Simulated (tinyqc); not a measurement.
Quantum limit of the contact resistance of a two-dimensional channel: one step of the calculation.

Parabolic band with gv valleys, C = hbar^2/(2 m0), eta = (EF - Ec)/(kB T). Landauer picture: each mode conducts 2 q^2/h, and the contacts and the channel add incoherently in series, 1/Tt - 1 = 2 (1/tc - 1) + L/lam for the total transmission Tt.

Question. Fermi level and modes. n = N ln(1 + exp(eta)), N = gv m kB T/(2 pi C); modes per width M = gv sqrt(m kB T/C) Fm(eta)/(2 sqrt(pi)), Fm(x) = (1/sqrt(pi)) int_0^infinity u^(-1/2)/(1 + exp(u - x)) du; at zero temperature M0 = gv kF/pi, kF = sqrt(2 pi n/gv). kB T in eV.

Values chosen for this exercise: temperature T = 77 K; mass m = 0.55 m0; valleys gv = 2; carrier density n = 3.6e13 cm^-2.

Constants: q = 1.602176634e-19 C, kB = 1.380649e-23 J/K, hbar = 1.054571817e-34 J s, m0 = 9.1093837015e-31 kg, Vt = kB T/q, hbar^2/(2 m0) = 0.0380998212 eV nm^2. Results are converted to the units shown.

Wanted: N; eta; M; M0.

Answer.

N = 3.049e12 cm^-2
eta = 11.81
M = 675.0 1/um
M0 = 677.0 1/um

The zero-temperature count is 0.31 % above the thermal one.

Program tinyqc, `OMP_NUM_THREADS=1 python tinyqc.py 2760027 2760028 out.jsonl`; Intel Xeon 2.30GHz, shared host, one thread, about 0.01 s.
